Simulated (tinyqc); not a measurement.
# Hot electrons in a saturated n-channel MOSFET, lucky-electron model: effects of single changes

Beyond pinch-off the lateral field grows as Esat cosh(y/l) over the velocity-saturated region (pseudo-two-dimensional model). Impact ionisation in this region gives the substrate current, which biases the body forward through Rsub. Currents are per width. Local-field laws: they overstate ionisation when the field peak is narrower than an energy relaxation length.

Inputs (values chosen for the exercise); values close to those of silicon n-channel devices: channel length L = 0.5 um; oxide thickness tox = 12 nm; junction depth xj = 210 nm; threshold VT = 0.65 V; effective mobility mu = 290 cm^2/(V s); saturation velocity vs = 9.8e6 cm/s; ionisation prefactor Ai = 2e6 1/cm; ionisation field Bi = 1.67 MV/cm; resistance of the lightly doped drain Rd = 0 ohm um; substrate resistance Rsub = 6900 ohm um; fall of VT per volt of forward body bias kb = 0.33; lifetime exponent m = 2.7; lifetime constant Hl = 2600 s uA/um; drain voltage Vd = 2.9 V; gate voltage Vg = 1.8 V.

Constants: eps0 = 8.8541878128e-14 F/cm where lengths are in cm. Results are converted to the units shown.

Each table varies one quantity; the others keep the values above.

## Effect of the drain voltage

Cox = 3.9 eps0/tox, l = sqrt(3 tox xj), Esat = 2 vs/mu. Overdrive g = Vg - VT + kb Vb; Vdsat = g Esat L/(g + Esat L); Id = Cox vs (g - Vdsat); dV = Vd - Id Rd - Vdsat; Em = sqrt((dV/l)^2 + Esat^2); Isub = Id (Ai/Bi) l Em exp(-Bi/Em). Vb = Rsub Isub is solved self-consistently. Lifetime tau = (Hl/Id)(Isub/Id)^(-m); 1 year = 3.15576e7 s.

Results:

| Vd (V) | Id (uA/um) | Em (MV/cm) | Isub (uA/um) | Isub/Id | tau (years) |
|---|---|---|---|---|---|
| 1.8 | 82.34 | 0.1277 | 2.288e-4 | 2.779e-6 | 1.004e9 |
| 2 | 82.34 | 0.1477 | 0.001558 | 1.892e-5 | 5.658e6 |
| 2.2 | 82.34 | 0.1685 | 0.007166 | 8.703e-5 | 9.187e4 |
| 2.4 | 82.35 | 0.1898 | 0.02454 | 2.980e-4 | 3309 |
| 2.8 | 82.39 | 0.2333 | 0.1560 | 0.001893 | 22.47 |
| 3 | 82.43 | 0.2554 | 0.3172 | 0.003847 | 3.310 |
| 3.2 | 82.51 | 0.2776 | 0.5822 | 0.007056 | 0.6430 |

Estimate the missing row, Vd = 2.6 V.

Computed row:

| Vd (V) | Id (uA/um) | Em (MV/cm) | Isub (uA/um) | Isub/Id | tau (years) |
|---|---|---|---|---|---|
| 2.6 | 82.36 | 0.2114 | 0.06732 | 8.174e-4 | 217.0 |

With this row back in the table: As Vd goes from 1.8 to 3.2 V, Em rises from 0.128 to 0.278 MV/cm, Isub rises from 2.29e-4 to 0.582 uA/um and tau falls from 1.00e9 to 0.643 years. The slope of ln(tau) against 1/Vd is 93.2 V between the first two rows and 78.6 V between the last two; ten years are last met at Vd = 2.8 V among the rows. For Vd = 1.8 to 2.4 V tau is a far extrapolation that only says that hot carriers are no limit.

## Effect of the gate voltage

Same model as above.

Effect of the gate voltage:

| Vg (V) | Id (uA/um) | Em (MV/cm) | Isub (uA/um) | Isub/Id | tau (years) |
|---|---|---|---|---|---|
| 0.8 | 1.7997 | 0.32413 | 0.035148 | 0.019530 | 1.8871 |
| 1.06 | 12.530 | 0.29918 | 0.14698 | 0.011731 | 1.0733 |
| 1.32 | 31.306 | 0.27754 | 0.22044 | 0.0070417 | 1.7042 |
| 1.59 | 57.749 | 0.25792 | 0.23914 | 0.0041409 | 3.8739 |
| 1.85 | 88.743 | 0.24131 | 0.22016 | 0.0024809 | 10.053 |
| 2.11 | 124.28 | 0.22657 | 0.18451 | 0.0014847 | 28.711 |
| 2.38 | 165.24 | 0.21293 | 0.14380 | 8.7020e-4 | 91.363 |
| 2.64 | 208.03 | 0.20117 | 0.10813 | 5.1978e-4 | 291.76 |
| 2.9 | 253.64 | 0.19057 | 0.078705 | 3.1030e-4 | 963.49 |

As Vg goes from 0.8 to 2.9 V, Em falls from 0.324 to 0.191 MV/cm, Isub goes from 0.0351 through a maximum of 0.239 (at Vg = 1.59 V among the rows listed) to 0.0787 uA/um and tau goes from 1.89 through a minimum of 1.07 (at Vg = 1.06 V among the rows listed) to 963 years. Id grows with Vg while the rising Vdsat lowers the field, hence the bell shape; the peak row has Vg/Vd = 0.55.

## Effect of the junction depth

Same model as above.

Results:

| xj (nm) | Id (uA/um) | Em (MV/cm) | Isub (uA/um) | Isub/Id | tau (years) |
|---|---|---|---|---|---|
| 84 | 83.04 | 0.3769 | 2.453 | 0.02954 | 0.01338 |
| 110 | 82.72 | 0.3312 | 1.334 | 0.01612 | 0.06892 |
| 150 | 82.51 | 0.2859 | 0.6029 | 0.007306 | 0.5852 |
| 210 | 82.41 | 0.2444 | 0.2256 | 0.002738 | 8.296 |
| 290 | 82.36 | 0.2110 | 0.07756 | 9.417e-4 | 148.1 |
| 520 | 82.34 | 0.1638 | 0.008273 | 1.005e-4 | 6.234e4 |

Estimate the missing row, xj = 390 nm.

Computed row:

| xj (nm) | Id (uA/um) | Em (MV/cm) | Isub (uA/um) | Isub/Id | tau (years) |
|---|---|---|---|---|---|
| 390 | 82.35 | 0.1851 | 0.02612 | 3.172e-4 | 2796 |

With this row back in the table: As xj goes from 84 to 520 nm, Em falls from 0.377 to 0.164 MV/cm, Isub falls from 2.45 to 0.00827 uA/um and tau rises from 0.0134 to 62300 years. From the first row to the last, log10(tau) changes by 6.7: 6.7 from (Isub/Id)^(-m), which holds Em and l, and under 0.005 from 1/Id. For xj = 390 to 520 nm tau is a far extrapolation that only says that hot carriers are no limit.

Numbers from tinyqc (`OMP_NUM_THREADS=1 python tinyqc.py 2550060 2550061 out.jsonl`; about 0.01 s on one thread of a shared Intel Xeon 2.30GHz).
